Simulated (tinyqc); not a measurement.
Inside a calculation. Model: conduction-band offset of an n-N heterojunction from carrier-profile moments.

Computed by the program tinyqc: `OMP_NUM_THREADS=1 python tinyqc.py 2410113 2410114 out.jsonl`, one thread of a shared Intel Xeon 2.30GHz, about 0.1 s for the whole run. Printed values are rounded.

Layer 1 (x < 0) accumulates electrons and layer 2 (x > 0) is depleted. Boltzmann statistics. The bands bend down by V1 in layer 1 and up by V2 in layer 2, with V1 + V2 = VD = dE + Vt ln[(N2/Nc2)/(N1/Nc1)].

Values chosen for this exercise; values of the order of III-V alloys:
- T = 350 K (temperature)
- eps_r = 11.8 (relative permittivity of both layers)
- Nc1 = 7.8e17 cm^-3 (density of states of the narrow-gap layer 1)
- Nc2 = 6.9e17 cm^-3 (density of states of the wide-gap layer 2)
- dE = 0.15 eV (conduction-band offset)
- N1 = 2.6e16 cm^-3 (donor density in layer 1)
- N2 = 2.6e16 cm^-3 (donor density in layer 2)
- si = 0 cm^-2 (fixed charge at the interface)

Constants: q = 1.602176634e-19 C, kB = 1.380649e-23 J/K, Vt = kB T/q, eps0 = 8.8541878128e-14 F/cm where lengths are in cm. Results are converted to the units shown.

## Division of the diffusion potential

Sheet densities from the first integral: Q1 = sqrt((2 eps0 eps_r Vt N1/q)(exp(u1) - u1 - 1)) extra electrons, Q2 = sqrt((2 eps0 eps_r Vt N2/q)(exp(-u2) + u2 - 1)) missing ones, u = V/Vt; neutrality Q1 = Q2 + si. Q1 - Q2 rises steadily with V1, so V1 follows by bisection.

VD = 0.153698 V
V1 = 0.0493003 V
V2 = 0.104397 V
Q1 = 1.59670e11 cm^-2
n at x = 0- = 1.33311e17 cm^-3
n at x = 0+ = 8.16049e14 cm^-3

n drops across the interface by 163 = (Nc1/Nc2) exp(dE/Vt).

## Electron profile

-x, left point 0 to 9 (nm): 0  0.636  3.86  11.1  23.4  41.8  67.1  100  142  193
x, right point 0 to 9 (nm): 0  14.6  35.9  60.9  88.5  118  150  183  218  254

Integrate the field q Q(V)/(eps0 eps_r) away from the interface on each side; n = N exp(+/- V/Vt).

n in layer 1, left point 0 to 9 (cm^-3): 1.33311e17  1.26740e17  1.01023e17  6.92822e16  4.67674e16  3.46091e16  2.90441e16  2.68735e16  2.61864e16  2.60291e16
n in layer 2, right point 0 to 9 (cm^-3): 8.16049e14  2.33433e15  6.89693e15  1.42272e16  2.05549e16  2.39418e16  2.53325e16  2.57965e16  2.59428e16  2.59845e16

## Offset from the moments

A C-V profile smears n(x) but keeps its zeroth and first moments: si = -int (N - n) dx, VD = (q/(eps0 eps_r)) int (N - n) x dx, dE = VD - Vt ln[(N2/Nc2)/(N1/Nc1)]. Use the trapezoidal rule on each side.

si = 7.13632e9 cm^-2
VD = 0.152488 V
dE = 0.148790 eV

On these few points dE comes out -1.2 meV from the true 0.15 eV, and si misses by 7.1e9 cm^-2, 4.5 % of Q1.
